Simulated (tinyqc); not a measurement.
Absorption edge of a degenerate semiconductor, band filling against gap narrowing: one step of the calculation.

n-type, parabolic bands, full ionisation. eta = (EF - Ec)/kB T solves N = Nc F12(eta), F12(x) = (2/sqrt(pi)) int_0^infinity sqrt(u)/(1 + exp(u - x)) du. The gap shrinks rigidly by dEg = a3 y^(1/3) + a4 y^(1/4) + a2 y^(1/2), y = N/1e18 cm^-3, an empirical law that is here taken as the true narrowing.

Task. The optical edge. Vertical transitions need an empty final state: the edge is taken where the state lies 4 kB T below EF, E_opt = Eg - dEg + (1 + me/mh) max(eta - 4, 0) kB T; wavelength h c/(q E_opt).

Parameters, values chosen for the exercise; band and dielectric values close to those of indium arsenide: temperature T = 250 K; band gap Eg = 0.345 eV; electron mass me = 0.0227 m0; hole mass mh = 0.417 m0; ionised donor density N = 3e16 cm^-3; coefficient of (N/1e18)^(1/3) a3 = 18.1 meV; coefficient of (N/1e18)^(1/4) a4 = 9.3 meV; coefficient of (N/1e18)^(1/2) a2 = 4.1 meV.

Constants: q = 1.602176634e-19 C, kB = 1.380649e-23 J/K, h = 6.62607015e-34 J s, c = 299792458 m/s, Vt = kB T/q. Results are converted to the units shown.

converged eta = -0.61639644

Find: dEg; EF - Ec; filling shift; E_opt; wavelength.

Result.

dEg = 10.205 meV
EF - Ec = -13.279 meV
filling shift = 0 meV
E_opt = 0.33480 eV
wavelength = 3703.3 nm

The edge lies 10.2 meV below the undoped gap: narrowing outweighs filling.

Range of the model: Band tails, non-parabolic bands and incomplete ionisation are left out.

Numbers from tinyqc (`OMP_NUM_THREADS=1 python tinyqc.py 2330158 2330159 out.jsonl`; about 0.01 s on one thread of a shared Intel Xeon 2.30GHz).
